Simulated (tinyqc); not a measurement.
Cyclotron resonance of ellipsoidal valleys, Si type, step by step. Values are carried at full precision from step to step, so a last printed digit may differ when a step is redone from the rounded ones.

Valleys along [100], [010], [001] (each with its opposite partner), mass ml along the axis and mt across it. B lies in the (1-10) plane, b = (sin(theta)/sqrt2, sin(theta)/sqrt2, cos(theta)). For the angle phi between B and the axis, 1/mc^2 = cos^2(phi)/mt^2 + sin^2(phi)/(mt ml). Resonance: h nu = 2 muB B/mc, h = 2 pi hbar.

Constants: hbar = 6.58211957e-16 eV s; muB = 5.788381798e-05 eV/T.

Values chosen for the exercise (near those of Si; shifted at random, so the results belong to these values and not to a real crystal): theta = 49 degrees (angle of B from [001] towards [110]); ml = 0.903 m0 (longitudinal mass); mt = 0.199 m0 (transverse mass); nu = 24 GHz (microwave frequency); tau = 140 ps (scattering time).

## Angles to the valley axes

Give b and cos^2(phi) for each axis.

b: 0.5337  0.5337  0.6561

cos^2(phi): [100] 0.2848, [010] 0.2848, [001] 0.4304

## Cyclotron masses and resonance fields

For each axis, mc and B = h nu mc/(2 muB).

Resonances:
```
axis   mc (m0)   B (T)
[100]   0.2992  0.2565
[010]   0.2992  0.2565
[001]   0.2669  0.2288
```

2 distinct masses appear; the limits are mt = 0.199 (B along the axis) and sqrt(ml mt) = 0.4239 (B across it).

## The same from the mass tensor

For the valley along [001]: M = mt 1 + (ml - mt) a a^T, and mc^2 = det M/(b M b).

M (m0), lower triangle:
```
        x       y       z
x  0.1990
y       0  0.1990
z       0       0  0.9030
```

det M = 0.035760
b M b = 0.5020
mc = 0.2669 m0

## Line shape

For linear polarisation and one isotropic mass the absorbed power goes as P = [1 + (w^2 + wc^2) tau^2]/([1 + (wc^2 - w^2) tau^2]^2 + 4 w^2 tau^2), w = 2 pi nu. List it for wc/w = 0, 0.5, 0.8, 0.9, 1, 1.1, 1.2, 1.5 and 2, which is B over the resonance field.

w tau = 21.112

Power:
```
wc/w         P
0.0   0.002239
0.5   0.004946
0.8    0.02690
0.9    0.09194
1.0     0.5003
1.1    0.09188
1.2    0.02679
1.5   0.004627
2.0   0.001244
```

The largest listed value lies at wc/w = 1.0, 223.5 times the zero-field value. With w tau well above 1 the line is sharp, of relative half width about 1/(w tau). The closest two lines of this crystal are 12.1 % apart, so they are resolved.

## Checks

- Rotation frequency of dv/dt = -M^-1 (v x b) for the valley along [001], in units of e B/m0, against 1/mc: both 3.7468.

Run: tinyqc, `OMP_NUM_THREADS=1 python tinyqc.py 1282590 1282591 out.jsonl`; Intel(R) Xeon(R) Processor @ 2.30GHz, one thread, shared host; about 0.01 s of CPU time with all checks.
